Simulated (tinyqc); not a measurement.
Inside a calculation. Model: free and trapped electrons in a MOS channel with a dense trap tail.

Program tinyqc, `OMP_NUM_THREADS=1 python tinyqc.py 2222031 2222032 out.jsonl`; Intel Xeon 2.30GHz, shared host, one thread, about 0.03 s. Printed values are rounded.

p-type body, charge-sheet picture, full ionisation (an idealisation for deep acceptors), Boltzmann statistics for free electrons. e = Ec - EF at the surface. Acceptor-like traps of density D(E) = D0 + De exp(-E/Ew) at depth E below Ec, from 0 to Eu, hold n_t = integral of D(E)/(1 + exp((e - E)/Vt)). psi = Eg - Vt ln(Nv/Na) - e; N_dep = sqrt(2 eps0 eps_r Na (psi - Vt)/q); n_f = sqrt(N_dep^2 + 2 eps0 eps_r Vt Nc exp(-e/Vt)/q) - N_dep; Vg = Vfb + psi + q (N_dep + n_t + n_f)/Cox, Cox = eps0 eox/tox.

Inputs (values chosen for the exercise); band and dielectric values close to those of gallium nitride:
- T = 250 K (temperature)
- Eg = 3.42 eV (band gap)
- eps_r = 9.32 (relative permittivity)
- Nc = 1.76e18 cm^-3 (conduction-band density of states at T)
- Nv = 3.56e19 cm^-3 (valence-band density of states at T)
- eox = 3.9 (relative permittivity of the insulator)
- tox = 78 nm (insulator thickness)
- Na = 2e16 cm^-3 (acceptor density)
- Vfb = -2.67 V (flat-band voltage without trapped charge)
- D0 = 2.9e10 cm^-2 eV^-1 (constant background density of acceptor-like traps)
- De = 7.9e13 cm^-2 eV^-1 (density of the tail at the conduction edge)
- Ew = 0.08 eV (decay energy of the tail)
- Eu = 0.94 eV (depth below Ec down to which the traps reach)
- mf = 120 cm^2/(V s) (mobility of free electrons)
- e = 0.018 eV (Ec - EF at the surface)

Constants: q = 1.602176634e-19 C, kB = 1.380649e-23 J/K, Vt = kB T/q, eps0 = 8.8541878128e-14 F/cm where lengths are in cm. Results are converted to the units shown.

Range of the model: EF lies less than 2 Vt below the band edge, or above it, where degeneracy and confinement, left out, matter.

## Trapped charge

Trapezoid rule on 12 equal steps from 0 to Eu, f = 1/(1 + exp((e - E)/Vt)).

```
point,E (eV),D(E) f (cm^-2 eV^-1)
0,0,2.39045e13
1,0.0783333,2.80015e13
2,0.156667,1.11575e13
3,0.235,4.21567e12
4,0.313333,1.60168e12
5,0.391667,6.19736e11
6,0.47,2.50895e11
7,0.548333,1.12349e11
8,0.626667,6.03079e10
9,0.705,4.07600e10
10,0.783333,3.34173e10
11,0.861667,3.06593e10
12,0.94,2.96233e10
```

n_t = 4.55050e12 cm^-2

With 1600 steps n_t = 4.866e12 cm^-2; the coarse value is 6.5 % below it.

## Charges and gate voltage

psi, N_dep, n_f and Vg as defined, with the n_t given; free share n_f/(n_f + n_t); apparent mobility mf n_f/(n_f + n_t); gate voltage spent on traps q n_t/Cox.

psi = 3.24076 V
N_dep = 8.14390e11 cm^-2
n_f = 9.80818e10 cm^-2
Vg = 20.3414 V
free share = 2.10993 %
apparent mobility = 2.53191 cm^2/(V s)
gate voltage spent on traps = 16.4684 V
